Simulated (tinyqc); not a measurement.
Inside a calculation. Method: UHF in the sto-3g basis, for H6, spin multiplicity 1. This run ends on a higher stationary point, not on the lowest solution. One step of it, computed by the program tinyqc.

Task: Iteration 2: DIIS coefficients. Solve [B -1; -1 0][c; lambda] = [0; -1] for the coefficients, which sum to one.

B (overlaps of the stored error matrices):
```
[[3.8460577e-01, -2.2648607e-02],
 [-2.2648607e-02, 1.1810803e-02]]
```

Give: DIIS coefficients.

Result:

DIIS coefficients: [0.0780, 0.9220]
